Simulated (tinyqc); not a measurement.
The diagram with and without ligand: potential-pH (Pourbaix) lines of a metal, its cation, its oxide and an oxyanion, with a complexing ligand. Computed by tinyqc, a small Python program. Command: `OMP_NUM_THREADS=1 python tinyqc.py 3009010 3009011 out.jsonl pourb walk`. One thread of a shared host (Intel(R) Xeon(R) Processor @ 2.30GHz), about 0.01 s of CPU time with the checks.

Potentials are against the standard hydrogen electrode; solids and water have unit activity; dG_f of M, H+ and the electron is zero; F = e N_A and s = R T ln(10)/F. The cation carries z = 2.

Inputs (values chosen for the exercise, modelled on copper):
```
quantity                                      value    unit
dG_f of the cation                            66.37  kJ/mol
dG_f of the oxide                            -128.8  kJ/mol
dG_f of the oxyanion                        -199.92  kJ/mol
dG_f of water                               -237.14  kJ/mol
temperature T                                298.15       K
log10 of the dissolved activity a                -6       -
log10 of the stability constant beta of ML       11       -
pKa of HL                                       8.2       -
total ligand c_L                               0.39   mol/L
```

Species: M, M2+, MO, MO2(2-).

Constants: R = 8.314462618 J/(mol K); e = 1.602176634e-19 C; N_A = 6.02214076e+23 1/mol.

Method. M2+ + 2e = M; MO + 2H+ + 2e = M + H2O; MO2(2-) + 4H+ + 2e = M + 2H2O. For each, E0 = -dG/(z F), and E = E0 + (s/z) log10 a - (s n_H/z) pH, with no activity term for the oxide. The free ligand is c_L/(1 + 10^(pKa - pH)) (ligand in excess); dissolved metal is a in all, so the free cation is a/alpha, alpha = 1 + beta [L]; the cation line drops by (s/z) log10 alpha.

E0 (V): cation 0.34394, oxide 0.56143, oxyanion 1.42177

s = 0.0591593 V

Lines against the metal (V); the species with the lowest line is stable above it:
```
pH   cation     oxide  oxyanion  stable above  cation with ligand  stable above, ligand
0   0.16646   0.56143    1.2443        cation             0.09568             dissolved
2   0.16646   0.44311    1.0077        cation             0.03657             dissolved
4   0.16646   0.32480    0.7710        cation            -0.02258             dissolved
5   0.16646   0.26564    0.6527        cation            -0.05216             dissolved
6   0.16646   0.20648    0.5344        cation            -0.08166             dissolved
7   0.16646   0.14732    0.4161         oxide            -0.11054             dissolved
8   0.16646   0.08816    0.2977         oxide            -0.13462             dissolved
9   0.16646   0.02900    0.1794         oxide            -0.14493             dissolved
10  0.16646  -0.03016    0.0611         oxide            -0.14662             dissolved
12  0.16646  -0.14848   -0.1755      oxyanion            -0.14682              oxyanion
14  0.16646  -0.26680   -0.4122      oxyanion            -0.14682              oxyanion
```

What does the comparison show, and why?

Without ligand the oxide holds 4 of the eleven rows (pH 7 to 10), with it 0. The ligand acts once beta [L] exceeds 1, from pH = pKa - log10(beta c_L) = -2.4 on, that is in all rows; its line then falls by at most s/z per pH unit and flattens beyond pKa, 0.313 V below the free cation at most. The oxide line falls faster, by s per pH unit.

Extremes, crossings and ranges named in words are read from the listed rows.
